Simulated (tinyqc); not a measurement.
n-type polysilicon, carrier trapping at grain boundaries: one step of the calculation.

One-dimensional grains of size Lg, uniform ionised doping N, monovalent traps Qt at each boundary at a depth Et below (for electrons) or above (for holes) the band edge there, abrupt depletion of width W on each side of a boundary, Boltzmann statistics. xi is the distance from the band edge at the grain centre to the Fermi level. Trapped charge Qt/(1 + exp((xi + VB - Et)/Vt)) = 2 N W, barrier VB = q N W^2/(2 eps0 eps_r).

Question. Depletion width, Fermi level and barrier. If the trap equation with xi = Vt ln(NB/N) has a root W < Lg/2, the grain is partly depleted; otherwise W = Lg/2 and the trap equation gives xi = Et - VB + Vt ln(Qt/(N Lg) - 1). N* = Qt/Lg.

Inputs (values chosen for the exercise); values of the order met in polycrystalline silicon:

| symbol | value | unit | meaning |
|---|---|---|---|
| T | 300 | K | temperature |
| eps_r | 11.7 |  | relative permittivity |
| NB | 2.8e19 | cm^-3 | conduction-band density of states at T |
| Lg | 58 | nm | grain size |
| Qt | 2.6e12 | cm^-2 | trap density of a grain boundary |
| Et | 0.44 | eV | depth of the trap level from the majority band edge at the boundary |
| N | 3.1e18 | cm^-3 | doping |

Constants: q = 1.602176634e-19 C, kB = 1.380649e-23 J/K, Vt = kB T/q, eps0 = 8.8541878128e-14 F/cm where lengths are in cm. Results are converted to the units shown.

Find: N*; W; xi; VB; share of traps filled.

Answer.

N* = 4.4828e17 cm^-3
W = 4.1935 nm
xi = 0.056895 V
VB = 0.042157 V
share of traps filled = 1.0000

N is 6.92 N*, and the grain is partly depleted; VB = 1.63 Vt.

Numbers from tinyqc (`OMP_NUM_THREADS=1 python tinyqc.py 2830161 2830162 out.jsonl`; about 0.01 s on one thread of a shared Intel Xeon 2.30GHz).
